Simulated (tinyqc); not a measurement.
Worked calculation: lateral field, substrate current, probability of reaching the oxide barrier and hot-carrier lifetime of a silicon transistor (pseudo-two-dimensional and lucky-electron models). Computed by tinyqc, a small Python program that keeps every step. Command: `OMP_NUM_THREADS=1 python tinyqc.py 3029101 3029102 out.jsonl hotcar walk`. One thread of a shared host (Intel(R) Xeon(R) Processor @ 2.30GHz), about 0.01 s of CPU time with the checks. Intermediate numbers are printed to about 6 digits and carried at full precision; extremes and crossings named in words are read from the listed rows.

Local-field models: a lucky carrier gains its energy at the peak field over a path free of collisions. Voltages are magnitudes.

Inputs (values chosen for the exercise, modelled on a silicon n-channel): channel length L = 580 nm; oxide thickness t = 13 nm; junction depth x_j = 110 nm; mobility mu = 360 cm^2/(V s); saturation velocity v_s = 0.81 1e7 cm/s; threshold voltage V_T = 0.59 V; gate voltage V_G = 2.5 V; drain voltage V_D = 4.7 V; ionisation prefactor A_i = 2.3e+06 1/cm; ionisation field B_i = 1.77 MV/cm; hot-carrier mean free path lambda = 8.5 nm; oxide barrier phi_b = 3.1 eV; interface-trap threshold phi_it = 3.8 eV; lifetime constant H = 4 s microampere/micrometre; length of the depleted extension L_n = 30 nm.

Drain: lightly doped extension.

Constants: eps_0 = 8.8541878128e-12 F/m.

## Saturation point and current

C_ox = 3.9 eps_0/t; F_sat = 2 v_s/mu; V_Dsat = V_ov F_sat L/(V_ov + F_sat L), V_ov = V_G - V_T; I_D/W = C_ox v_s (V_ov - V_Dsat).

F_sat = 45 kV/cm

V_Dsat = 1.10290 V

drain current I_D/W = 173.653 microampere/micrometre

## Peak lateral field

Scale length l = 0.22 t^(1/3) x_j^(1/2) (all in cm); F_m = sqrt(((V_D - V_Dsat)/l_e)^2 + F_sat^2), with l_e = l + L_n; length of the velocity-saturated region l_e ln((V_D - V_Dsat)/(l_e F_sat) + F_m/F_sat).

scale length l = 79.6343 nm

peak field F_m = 331.172 kV/cm

velocity-saturated length = 294.310 nm

energy gained over one free path, e lambda F_m = 0.281496 eV

The field rises from F_sat to F_m as cosh(x/l_e), a factor 7.4, over 51 % of L. Caution: the empirical formula for l was fitted to oxides of about 15 nm or more; for thinner ones it is an extrapolation.

## Hot-carrier currents and lifetime

Substrate current I_sub/I_D = (A_i/B_i)(V_D - V_Dsat) exp(-B_i/F_m); probability of reaching the oxide barrier exp(-phi_b/(e lambda F_m)); lifetime tau = (H/(I_D/W)) exp(phi_it/(e lambda F_m)).

I_sub/I_D = 0.0223126

substrate current I_sub/W = 3.87466 microampere/micrometre

probability of reaching phi_b = 1.64927e-05

lifetime tau = 16790.1 s

exponent m = phi_it/(e lambda B_i) = 2.52576

Since both exponentials depend on 1/F_m, tau I_D scales about as (I_sub/I_D)^(-m) with m = 2.53, which lets I_sub serve as the monitor. The lifetime is 5.32e-5 times ten years (3.156e8 s).

## Substrate current against gate voltage

The formulas are those given above.

At the given drain voltage:
```
V_G (V)  V_Dsat (V)  I_D/W (microampere/micrometre)  F_m (kV/cm)  I_sub/W (microampere/micrometre)  tau (s)
0.82        0.21137                           4.008      411.884                           0.31802  51641.9
1.00        0.35434                          11.976      398.924                           0.80019  24587.4
1.40        0.61816                          41.276      375.024                           1.95241  14571.4
1.90        0.87222                          94.191      352.029                           3.06960  13911.3
2.40        1.06880                         159.474      334.253                           3.77343  16143.5
3.10        1.27951                         264.748      315.219                           4.28599  21807.0
3.80        1.43954                         380.927      300.780                           4.48933  29941.8
4.50        1.56520                         504.500      289.452                           4.54059  40446.7
5.20        1.66650                         633.315      280.328                           4.52036  53263.6
```

I_sub peaks at V_G = 4.5 V, 0.96 V_D: a higher gate voltage brings more carriers but raises V_Dsat and so lowers F_m. The shortest lifetime among the rows lies at V_G = 1.9 V, below that of the largest I_sub, since tau depends more steeply on the field.

## Extrapolating accelerated tests

V_10 solves tau = 3.156e8 s at the given V_G. The extrapolation fits ln(tau) against 1/V_D at 1, 1.08, 1.16 and 1.25 times the given V_D (rounded to 3 digits) by least squares and reads off the same tau.

Stress points:
```
V_D (V)  1/V_D (1/V)  tau (s)
4.70        0.212766  16790.1
5.08        0.196850   4718.7
5.45        0.183486   1689.5
5.88        0.170068    623.2
```

ten-year drain voltage V_10 = 3.14401 V

V_10 from the 1/V_D extrapolation = 2.93635 V

The extrapolation is 208 mV below the true value: ln(tau) is nearly linear in 1/(V_D - V_Dsat), not in 1/V_D, so the straight line errs on the safe side when one extrapolates down. At V_10 the available energy e V_D is below phi_it, so the model understates the lifetime there.

Checks made by the program: voltage drop as the integral of F_sat cosh(x/l_e) over the saturated length (relative difference below 1e-10).
